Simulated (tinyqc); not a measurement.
CIS and TDHF on RHF in the sto-6g basis, frozen core, for BeH+, spin multiplicity 1, step by step. One step of it, computed by the program tinyqc.

Problem. CIS matrix, singlets. A(ia,jb) = (e_a - e_i) d_ij d_ab + 2 (ia|jb) - (ij|ab).

orbital energies (hartree): MO1 -5.085940, MO2 -0.722585, MO3 -0.262946, MO4 -0.143375, MO5 -0.143375, MO6 0.292589

Two-electron integrals over orbitals (pq|rs), unique and non-zero (hartree); the lowest 1 orbital is frozen and left out:
```
(22|22) 0.521791    (32|22) -0.066621   (32|32) 0.036276    (33|22) 0.319137
(33|32) 0.030023    (33|33) 0.466126    (42|42) 0.042616    (43|42) 0.031119
(43|43) 0.051973    (44|22) 0.365069    (44|32) 0.021095    (44|33) 0.398598
(44|44) 0.450117    (52|52) 0.042616    (53|52) 0.031119    (53|53) 0.051973
(54|54) 0.024258    (55|22) 0.365069    (55|32) 0.021095    (55|33) 0.398598
(55|44) 0.401601    (55|55) 0.450117    (62|22) 0.055090    (62|32) -0.047002
(62|33) -0.027816   (62|44) -0.058049   (62|55) -0.058049   (62|62) 0.123477
(63|22) -0.055800   (63|32) 0.030558    (63|33) 0.056638    (63|44) 0.018494
(63|55) 0.018494    (63|62) -0.047690   (63|63) 0.048123    (64|42) -0.029560
(64|43) -0.014172   (64|64) 0.026230    (65|52) -0.029560   (65|53) -0.014172
(65|65) 0.026230    (66|22) 0.519536    (66|32) -0.065347   (66|33) 0.348566
(66|44) 0.370258    (66|55) 0.370258    (66|62) 0.083693    (66|63) -0.055668
(66|66) 0.556683
```

Give: CIS matrix A, singlet.

Solution.

CIS matrix A, singlet (hartree), order 2>3, 2>4, 2>5, 2>6:
$$\begin{pmatrix}
0.2131 & 0.0000 & 0.0000 & -0.0382 \\
0.0000 & 0.2994 & 0.0000 & 0.0000 \\
0.0000 & 0.0000 & 0.2994 & 0.0000 \\
-0.0382 & 0.0000 & 0.0000 & 0.7426
\end{pmatrix}$$
